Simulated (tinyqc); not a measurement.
Inside a calculation. Method: plane-wave Kohn-Sham cycle with exchange-only LDA in a layered model solid. Computed by tinyqc, a small Python program that keeps every step. Settings: points = 16, plane-wave index or count = 3, electrons = 2, k points = 2, area = 23.0, mixing = 0.8, iteration cap = 56. Command: `OMP_NUM_THREADS=1 python tinyqc.py 31398 31399 out.jsonl` (the two numbers bound the seeds that draw the settings). One thread of a shared host (Intel(R) Xeon(R) Processor @ 2.60GHz), about 0.02 s of CPU time with the checks.

A solid whose potential varies along x alone (atomic units):
```
parameter                      value
period a                   10.700000
cross-section of the cell  23.000000
electrons per cell                 2
grid points                       16
plane waves -n..n, n               3
k points                           2
V1 in V1 cos(2 pi x/a)     -0.120000
V2 in V2 cos(4 pi x/a)     -0.040000
```

Stop when sqrt(dV sum R^2) is below 1e-8, dV = a A/N.

Course of the cycle:
```
iteration  E (hartree)  norm of the residual
1          -0.37202246              1.16e-01
2          -0.45767890              1.90e-01
3          -0.65422565              2.01e-01
4          -0.50629059              2.06e-01
5          -0.68660252              2.06e-01
6          -0.50732980              2.07e-01
7          -0.68829092              2.07e-01
8          -0.50749117              2.07e-01
9          -0.68845725              2.07e-01
10         -0.50750403              2.07e-01
11         -0.68847164              2.07e-01
...                ...                   ...
46         -0.50750528              2.07e-01
47         -0.68847304              2.07e-01
48         -0.50750528              2.07e-01
49         -0.68847304              2.07e-01
50         -0.50750528              2.07e-01
51         -0.68847304              2.07e-01
52         -0.50750528              2.07e-01
53         -0.68847304              2.07e-01
54         -0.50750528              2.07e-01
55         -0.68847304              2.07e-01
56         -0.50750528              2.07e-01
```

Can the last value be used, and what does the course show?

Not by the stop rule. Not converged within 56 iterations: the residual has stopped falling: the iteration swings between two states. Reruns (cap 100 unless said): mixing 0.1: not converged; mixing 0.5, Kerker q0 1.0: converged in 43 (E = -0.30286); mixing 0.3, Pulay depth 5: converged in 10 (E = -0.30286); the original settings with a cap of 400: not converged.
